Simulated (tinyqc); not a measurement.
The coupled modes against doping: free-carrier optics of a doped semiconductor (Drude model with one polar phonon).

eps(E) = ei [1 - Ep^2/(E^2 + i E Gam)] + (es - ei) wT^2/(wT^2 - E^2 - i E gT), with Ep^2 = 8 pi c (e^2/(4 pi eps0)) N/(m ei), c = hbar^2/2m0, N in 1/angstrom^3 (1e-24 per 1/cm^3); Gam = hbar/tau, tau = mu m m0/e with m0/e = 5.685630e-12 kg/C and mu in m^2/(V s). Energies in meV.

Constants: hbar^2/2m0 = 3.80998211 eV angstrom^2; e^2/(4 pi eps0) = 14.39964547 eV angstrom.

Values chosen for the exercise (mass and dielectric values near those of GaAs; N and mu are free inputs; interband absorption and the rise of the mass with filling are left out; the results hold for these values, not for the real material): m = 0.0739 m0 (conductivity mass); ei = 11.16 (high-frequency dielectric constant); wT = 33.4 meV (TO phonon); es = 13.2 (static dielectric constant).

L-, L+ solve E^4 - (wL^2 + Ep^2) E^2 + Ep^2 wT^2 = 0, wL = wT sqrt(es/ei); damping left out; energies in meV.

Modes:

| N (1/cm^3) | Ep | L- | L+ | Ep sqrt(ei/es) |
|---|---|---|---|---|
| 2.0e+16 | 5.78 | 5.31 | 36.40 | 5.32 |
| 8.0e+16 | 11.57 | 10.54 | 36.63 | 10.63 |
| 2.0e+17 | 18.29 | 16.41 | 37.21 | 16.81 |
| 5.0e+17 | 28.91 | 24.48 | 39.45 | 26.58 |
| 8.0e+17 | 36.57 | 28.39 | 43.02 | 33.63 |
| 2.0e+18 | 57.83 | 32.02 | 60.31 | 53.17 |
| 3.0e+18 | 70.82 | 32.57 | 72.62 | 65.12 |
| 2.0e+19 | 182.86 | 33.30 | 183.44 | 168.14 |

Give the missing row, N (1/cm^3) = 8.0e+18.

Computed row:
```
N (1/cm^3)      Ep     L-      L+  Ep sqrt(ei/es)
8.0e+18     115.65  33.13  116.61          106.34
```

wL = 36.32 meV

At low density L- follows Ep sqrt(ei/es) (5.31 against 5.32), a plasmon screened by the lattice, and L+ starts at wL. At the highest density L- has come within 0.10 meV of wT, since the carriers screen the field that lifts wL, and L+ is within 0.58 meV of Ep. The branches are closest, 14.63 meV, at 8e+17 1/cm^3 of those listed. The mass is held fixed, while in a real band it rises with filling.

tinyqc: `OMP_NUM_THREADS=1 python tinyqc.py 1652362 1652363 out.jsonl`; about 0.01 s, one thread, shared Intel(R) Xeon(R) Processor @ 2.30GHz.
